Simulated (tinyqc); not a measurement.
Inside a calculation. Method: coherent transport through a tight-binding region between two chains. Computed by tinyqc, a small Python program that keeps every step. Settings: temperature = 77, mu = 0.46. Command: `OMP_NUM_THREADS=1 python tinyqc.py 27081 27082 out.jsonl` (the two numbers bound the seeds that draw the settings). One thread of a shared host (Intel(R) Xeon(R) Processor @ 2.60GHz), about 0.1 s of CPU time with the checks.

## Transmission at E = -0.39 eV

H of the central region (eV):
```
           1          2          3
1   0.000000  -1.530000   0.000000
2  -1.530000   0.000000  -1.820000
3   0.000000  -1.820000   0.000000
```

Leads: semi-infinite chains with site energy 0:
```
parameter                           value
lead hopping t (eV)              2.410000
coupling to the left lead (eV)   0.890000
coupling to the right lead (eV)  0.320000
left contact site                       1
right contact site                      3
```

E = -0.390000 eV

Surface Green function g = (E - i sqrt(4 t^2 - E^2)) / (2 t^2); self-energy tc^2 g on each contact site; G = (E - H - Sigma)^(-1); Gamma = -2 Im Sigma; T = Gamma_L Gamma_R |G_LR|^2; local density of states -Im G_ii / pi.

g = -0.033574-0.413577i 1/eV

G (1/eV):
```
                     1                   2                    3
1  -1.177169-0.653332i  0.234106+0.096869i   1.039763+0.569987i
2   0.234106+0.096869i  0.076346-0.027117i   0.369007-0.087244i
3   1.039763+0.569987i  0.369007-0.087244i  -0.795014-0.497860i
```

local density of states (1/eV): 0.207962  0.008632  0.158474

transmission = 0.078025

## Transmission across the band

The same steps on a grid of energies.

T(E):
```
E (eV)              T
-4.57900000  0.000010
-4.12110000  0.000065
-3.66320000  0.000277
-3.20530000  0.001387
-2.74740000  0.014678
-2.28950000  0.155995
-1.83160000  0.020517
-1.37370000  0.015462
-0.91580000  0.022149
-0.45790000  0.061734
0.00000000   0.306820
0.45790000   0.061734
0.91580000   0.022149
1.37370000   0.015462
1.83160000   0.020517
2.28950000   0.155995
2.74740000   0.014678
3.20530000   0.001387
3.66320000   0.000277
4.12110000   0.000065
4.57900000   0.000010
```

levels of the isolated region (eV): -2.377667  0.000000  2.377667

## Current

I = (2e/h) int T(E) [f(E - mu - V/2) - f(E - mu + V/2)] dE at 77 K with mu = 0.46 eV, the bias not changing H; 2e^2/h = 77.48092 microsiemens; the integral runs over the band on 4001 points.

Current:
```
V (volt)  I (microampere)
0.010000         0.047565
0.050000         0.238208
0.100000         0.478814
0.200000         0.977144
0.400000         2.120766
0.800000         5.752241
```
